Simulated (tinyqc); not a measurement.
Coupling ratio and rate constant from the late transient.

Question. Long after the knee a floating-gate cell follows U = Vg - (tox/ag) B/ln(K t). Find K and ag.

Parameters, values chosen for the exercise: tunnel oxide thickness tox = 8.3 nm; control-gate voltage Vg = 11.1 V.

U at t = 0.006 and 0.6 s (V): [0.45754614, 1.9549110]
B = 24.162644 V/nm

Solution. 1/(Vg - U) is linear in ln t; the ratio of the two values gives ln(K t_a), and either value gives ag.

K = 2.734e14 1/s
ag = 0.6700

Computed by the program tinyqc: `OMP_NUM_THREADS=1 python tinyqc.py 2130144 2130145 out.jsonl`, one thread of a shared Intel Xeon 2.30GHz, about 0.02 s for the whole run.
